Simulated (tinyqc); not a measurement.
# Mobility and threshold from two currents

Question. In the linear region I = mu Cox (W/L) [(Vgs - VT) Vds - m Vds^2/2], Cox = eps0 eox/tox. Find mu and VT.

Parameters, values chosen for the exercise: relative permittivity of the gate insulator eox = 7.34; insulator thickness tox = 6.8 nm; gate width W = 1 um; gate length L = 2 um.

Constants: eps0 = 8.8541878128e-14 F/cm where lengths are in cm. Results are converted to the units shown.

I at Vgs = 0.93 and 1.43 V, Vds = 0.05 V (uA): 1.0812769  2.5148741
m = 1.0977493

Answer. The slope dI/dVgs is mu Cox (W/L) Vds; the line meets zero current at VT + m Vds/2.

mu = 120 cm^2/(V s)
VT = 0.525 V

tinyqc, about 0.02 s, one thread, Intel Xeon 2.30GHz (shared host): `OMP_NUM_THREADS=1 python tinyqc.py 2360010 2360011 out.jsonl`
